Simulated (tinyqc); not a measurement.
# CMOS inverter, nodal equation and switching, step by step

Program tinyqc, `OMP_NUM_THREADS=1 python tinyqc.py 2340057 2340058 out.jsonl`; Intel Xeon 2.30GHz, shared host, one thread, about 0.04 s. Printed values are rounded.

An n-channel pull-down (bn, VTn) and a p-channel pull-up (bp, VTp) share the input Vin and the output node Vout, which carries the load C. Transistor (EKV form, voltages against the body): I = 2 n b Vt^2 [F(vp - Vs) - F(vp - Vd)] from drain to source, F(v) = ln^2(1 + exp(v/(2 Vt))), vp = (Vg - VT + sg |Vd - Vs|)/n. n-channel bodies are at 0; for the p-channel device all voltages are counted down from Vdd. b in uA/V^2 gives I in uA. Static: In = Ip. Transient: C dVout/dt = Ip - In. No velocity saturation, no gate capacitance beyond C.

Parameters, values chosen for the exercise:
```
symbol,value,unit,meaning
T,300,K,temperature
Vdd,0.6,V,supply voltage
n,1.33,,slope factor
sg,0.119,,drain-induced barrier lowering
VTn,0.45,V,n-channel threshold
VTp,0.31,V,p-channel threshold (magnitude)
bn,560,uA/V^2,gain factor of the pull-down transistor
bp,560,uA/V^2,gain factor of the pull-up transistor
C,1.1,fF,load capacitance
Vin,0.24,V,input voltage
dt,9,ps,time step
```

Constants: q = 1.602176634e-19 C, kB = 1.380649e-23 J/K, Vt = kB T/q. Results are converted to the units shown.

## Iteration 1: output voltage by Newton steps

Vout at the start = 0.3 V

f = In - Ip at (Vin, Vout); G = df/dVout by a central difference with +/- 1e-6 V; Vout(new) = Vout - f/G.

In = 0.00579587 uA
Ip = 2.23691 uA
G = 4.03447 uS
Vout after iteration 1 = 0.853013 V

This step lands outside the rails.

## Iteration 2: output voltage by Newton steps

As before.

In = 0.0350683 uA
Ip = -34.5148 uA
G = 250.022 uS
Vout after iteration 2 = 0.714826 V

## Course of the iteration: output voltage by Newton steps

Stop when Vout changes by less than 1e-9 V, or after 30 iterations.

Course of the iteration:
```
iteration  Vout (V)  |change| (V)
1          0.853013         0.553
2          0.714826         0.138
3          0.646426        0.0684
4          0.612993        0.0334
5          0.601089        0.0119
6          0.599490       1.60e-3
7          0.599464       2.65e-5
8          0.599464       5.17e-9
9          0.599464       < 1e-13
```

Converged in 9 iterations. At the end the number of correct digits about doubles with each step. On the way 4 iterate(s) lie more than 5 mV outside the rails, the first at 0.853 V, before the steps return.

## Transfer curve

Vin, point 0 to 10 (V): [0, 0.06, 0.12, 0.18, 0.24, 0.3, 0.36, 0.42, 0.48, 0.54, 0.6]

For each Vin solve In = Ip; gain = dVout/dVin.

Vout, point 0 to 10 (V): [0.600000, 0.599999, 0.599994, 0.599949, 0.599464, 0.592787, 0.383970, 0.019407, 0.001232, 0.000110, 0.000012]
supply current, point 0 to 10 (uA): [1.6375e-5, 9.3241e-5, 5.2681e-4, 0.0029229, 0.015551, 0.074613, 0.17730, 0.11870, 0.026675, 0.0051359, 9.3526e-4]
gain, point 0 to 10: [0.0000, 0.0000, -0.0002, -0.0019, -0.0220, -0.3373, -8.3827, -1.0361, -0.0521, -0.0042, -0.0004]

The switching point Vin = Vout lies at 0.3626 V, with a gain of -8.39. The current peaks at 0.177 uA among the points, against 1.6e-5 and 9.4e-4 uA of leakage at the ends.

## Switching point and noise margins

VM solves In = Ip with Vin = Vout. VIL and VIH are the inputs at which the gain is -1; NML = VIL - Vout(VIH), NMH = Vout(VIL) - VIH.

VM = 0.36255 V
gain at VM = -8.3942
VIL = 0.31944 V
VIH = 0.42056 V
NML = 0.30060 V
NMH = 0.16060 V

VM lies 63 mV above Vdd/2, and the low margin is the larger one. With both transistors saturated the size of the gain tends to 1/sg = 8.40; here it is 0.11 % below that.

## Step 1: one time step of the falling output

Vout at t = 0 = 0.6 V

The input steps to Vdd at t = 0; I = In - Ip. Trapezoidal rule: V(new) = V - (dt/C)[I(V) + I(V(new))]/2, solved for V(new); 1 ps uA/fF = 1 mV.

I(V) = 10.5723 uA
I(V(new)) = 9.69829 uA
Vout after step 1 = 0.517075 V

## Step 2: one time step of the falling output

As before.

I(V) = 9.69829 uA
I(V(new)) = 8.93281 uA
Vout after step 2 = 0.440857 V

## Delays and energy

For a step input the delay to Vdd/2 is tHL = C times the integral of dV/(In - Ip) from Vdd/2 to Vdd at Vin = Vdd, and tLH likewise with Ip - In from 0 to Vdd/2 at Vin = 0. Energy drawn for one full cycle of the output: C Vdd^2. Leakage power: Vdd times the mean of the supply currents at Vin = 0 and Vdd.

tHL = 36.8095 ps
tLH = 13.2857 ps
energy = 0.396 fJ
leakage power = 0.285491 nW

Time steps as above cross Vdd/2 at 36.8 ps by linear interpolation, 0.012 % below tHL. tLH/tHL = 0.361, with bn/bp = 1.00.
